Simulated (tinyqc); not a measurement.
What moves the results: six-band Luttinger-Kohn model with strain. A value that a table varies takes the place of the one given here.

Six-band Luttinger-Kohn model in the basis |3/2,3/2>, |3/2,1/2>, |3/2,-1/2>, |3/2,-3/2>, |1/2,1/2>, |1/2,-1/2>, electron energies, zero at the top of the unstrained valence band. H = -[rows: (P+Q, -S, R, 0, -S/r2, r2 R); (-S*, P-Q, 0, R, -r2 Q, r32 S); (R*, 0, P-Q, S, r32 S*, r2 Q); (0, R*, S*, P+Q, -r2 R*, -S*/r2); (-S*/r2, -r2 Q, r32 S, -r2 R, P+Dso, 0); (r2 R*, r32 S*, r2 Q, -S/r2, 0, P+Dso)], r2 = sqrt(2), r32 = sqrt(3/2). Levels are twofold.

P = c g1 k^2 - av tr(e); Q = c g2 (kx^2 + ky^2 - 2 kz^2) - (b/2)(exx + eyy - 2 ezz); R = c sqrt3 [-g2 (kx^2 - ky^2) + 2i g3 kx ky] + (sqrt3/2) b (exx - eyy) - i d exy; S = 2 c sqrt3 g3 (kx - i ky) kz - d (exz - i eyz); c = hbar^2/2m0, e the strain tensor (not engineering shear).

s11 = (C11 + C12)/((C11 - C12)(C11 + 2 C12)), s12 = -C12/((C11 - C12)(C11 + 2 C12)), s44 = 1/C44; exx = s11 sxx + s12 (syy + szz) and cyclic, exy = s44 sxy/2; tension is positive. A uniaxial stress X along the unit vector n is s_ij = X n_i n_j.

Constants: hbar^2/2m0 = 3.80998211 eV angstrom^2; kB = 8.617333262e-05 eV/K.

Values chosen for the exercise (near those of InP; the results hold for these values, not for the real material):
- Dso = 0.11 eV (spin-orbit splitting)
- g1 = 5.11 (Luttinger gamma1)
- g2 = 1.59 (gamma2)
- g3 = 2.09 (gamma3)
- av = 0.61 eV (valence hydrostatic potential)
- b = -1.95 eV (tetragonal shear potential)
- d = -4.85 eV (trigonal shear potential)
- C11 = 103.5 GPa
- C12 = 56.7 GPa
- C44 = 46.8 GPa
- load = uniaxial [100] (kind of stress)
- X1 = 1.1 GPa (size of the stress)
- T = 300 K (temperature)
- E_h = 40 meV (hole energy below the top)
- X = -1.55 GPa (stress)

## Sweep of a uniaxial [100] stress

Edges at k = 0 and curvature masses of the top pair along [110] and [001] (step 0.0002 1/angstrom); at zero stress the top is fourfold and has no single curvature.

Edges and masses:

| X (GPa) | top (eV) | second (eV) | third (eV) | splitting (meV) | m [110] | m [001] |
|---|---|---|---|---|---|---|
| -3.00 | 0.2113 | -0.1334 | -0.2132 | 344.8 | 0.150 | 0.499 |
| -2.00 | 0.1335 | -0.0890 | -0.1714 | 222.4 | 0.151 | 0.483 |
| -1.00 | 0.0591 | -0.0445 | -0.1330 | 103.5 | 0.154 | 0.433 |
| 0.00 | 0.0000 | 0.0000 | -0.1100 | 0.0 | - | - |
| 1.00 | 0.0445 | -0.0049 | -0.1411 | 49.4 | 0.232 | 0.149 |
| 2.00 | 0.0890 | 0.0276 | -0.2096 | 61.4 | 0.232 | 0.149 |
| 3.00 | 0.1334 | 0.0679 | -0.2860 | 65.6 | 0.232 | 0.149 |

The splitting reaches 344.8 meV under compression and 65.6 meV under the same tension; linear shear terms alone would make the two equal, and the difference comes from the coupling to the split-off band. At the ends of the sweep the top pair has a mass along [110] of 0.150 under compression and 0.232 under tension, so compression gives the lighter holes along [110]; along [001] it has 0.499 and 0.149. The top edge itself moves by +211 and +133 meV. The ends of the sweep mean strains up to 4.7 %, beyond the range of linear deformation potentials.

## Which stress helps holes along [110]

Each load has size X1 (biaxial: sxx = syy); masses are curvatures of the top pair at k = 0.

Results:

| load | splitting (meV) | top edge (meV) | m [110] | m [001] |
|---|---|---|---|---|
| uniaxial [110], compression | 87.6 | 49.2 | 0.085 | 0.437 |
| uniaxial [110], tension | 49.4 | 40.9 | 0.680 | 0.121 |
| uniaxial [100], compression | 115.1 | 66.2 | 0.153 | 0.441 |
| uniaxial [100], tension | 51.4 | 48.9 | 0.232 | 0.149 |
| uniaxial [111], compression | 79.6 | 43.6 | 0.116 | 0.196 |
| uniaxial [111], tension | 43.9 | 36.0 | 0.331 | 0.196 |
| biaxial (001), compression | 51.4 | 39.6 | 0.149 | 0.518 |
| biaxial (001), tension | 115.1 | 75.5 | 0.441 | 0.093 |

The lightest mass along [110] (0.085) comes with uniaxial [110], compression. The largest splitting (115.1 meV) comes with uniaxial [100], compression; biaxial (001), tension. The heaviest mass along [001] (0.518), which lowers the confinement energy in a (001) channel, comes with biaxial (001), compression. The splitting per GPa follows b (s11 - s12) for loads along cube axes and d s44 for [111]: here 2 |b| (s11 - s12) = 83.3 and |d| s44/sqrt3 = 59.8 meV per GPa in the limit of large Dso; where the splitting nears Dso, mixing with the split-off band makes it depend on the sign of the load.

## Thermally averaged conductivity mass under uniaxial [100] stress

Non-degenerate holes: weights exp(E/kT) on a 16 x 16 x 16 grid of midpoints in the cube |k_i| < 0.2 1/angstrom; 1/m_c = <(dE/dk_u)^2>/(hbar^2 kT) along [110], over all six bands. With an unchanged scattering time the mobility goes as 1/m_c.

Averages:

| X (GPa) | share of the top pair | m_c (m0) | gain m_c(0)/m_c |
|---|---|---|---|
| -3.00 | 1.000 | 0.227 | 2.823 |
| -1.00 | 0.988 | 0.410 | 1.563 |
| 0.00 | 0.907 | 0.641 | 1.000 |
| 1.00 | 0.956 | 0.588 | 1.091 |
| 3.00 | 0.976 | 0.504 | 1.271 |

The largest gain from mass alone is 2.82 at X = -3.00 GPa, where the top pair holds 100 % of the holes (91 % without stress); the opposite end of the sweep gives 1.27; the grid is good to about 0.02 in these ratios. The average reaches energies of a few kT, beyond the range of the edge curvature, and changes of scattering are left out. The ends of the sweep lie beyond the range of linear deformation potentials.

## Warping of the constant-energy contours (six-band Luttinger-Kohn model)

No strain (e = 0). In the plane kz = 0, |k| where the top and second pairs lie E_h below the top, against the angle from [100]; m = c k^2/E_h.

Contours:

| angle (degrees) | k top (1/angstrom) | k second (1/angstrom) | m top (m0) | m second (m0) |
|---|---|---|---|---|
| 0 | 0.0738 | 0.0383 | 0.518 | 0.140 |
| 9 | 0.0754 | 0.0383 | 0.542 | 0.140 |
| 18 | 0.0806 | 0.0381 | 0.619 | 0.138 |
| 27 | 0.0898 | 0.0379 | 0.768 | 0.137 |
| 36 | 0.1024 | 0.0377 | 0.998 | 0.136 |
| 45 | 0.1100 | 0.0377 | 1.151 | 0.135 |

The heavy contour reaches 1.491 times as far along [110] as along [100], the light one 0.983 times. The warping follows g3 - g2 = 0.50 and would vanish for g2 = g3. Along [100] the heavy mass is 1/(g1 - 2 g2) = 0.518 at any energy, while the light one is 0.1400, against 1/(g1 + 2 g2) = 0.1206 at the edge, for E_h/Dso = 0.36.

## What each parameter does

Edges at k = 0 under a uniaxial [100] stress X and the curvature mass of the top pair along [110] (step 0.0002 1/angstrom). Each row changes one parameter from the base and keeps the others.

Results:

| case | top (eV) | second (eV) | third (eV) | mass (m0) |
|---|---|---|---|---|
| base | 0.0993 | -0.0689 | -0.1534 | 0.152 |
| g1 = 4.088 | 0.0993 | -0.0689 | -0.1534 | 0.179 |
| X = -1.24 GPa | 0.0763 | -0.0552 | -0.1416 | 0.153 |
| C12 = 68.04 GPa | 0.1388 | -0.0892 | -0.1714 | 0.151 |
| Dso = 0.132 eV | 0.0961 | -0.0689 | -0.1722 | 0.152 |
| C44 = 56.16 GPa | 0.0993 | -0.0689 | -0.1534 | 0.152 |
| d = -3.88 eV | 0.0993 | -0.0689 | -0.1534 | 0.152 |
| av = 0.732 eV | 0.0984 | -0.0698 | -0.1543 | 0.152 |

The largest shifts from the base row, up to three for each result and ties (the steps differ in size, so this ranks the rows, not the parameters). top (eV): C12 +0.0395, X -0.0230, Dso -0.0032; unchanged at the printed digits by g1, C44 and d. second (eV): C12 -0.0202, X +0.0138, av -0.0009; unchanged at the printed digits by g1, Dso, C44 and d. third (eV): Dso -0.0188, C12 -0.0180, X +0.0118; unchanged at the printed digits by g1, C44 and d. mass (m0): g1 +0.028, X +0.001, C12 -0.001; unchanged at the printed digits by Dso, C44, d and av. The Luttinger parameters multiply k^2 and cannot move the edges; av shifts all edges alike and leaves the mass.

Computed by tinyqc, a small Python program: `OMP_NUM_THREADS=1 python tinyqc.py 1080659 1080660 out.jsonl` (the numbers bound the seed that draws the inputs); one thread of a shared host (Intel(R) Xeon(R) Processor @ 2.30GHz), about 0.3 s for the whole set of steps.
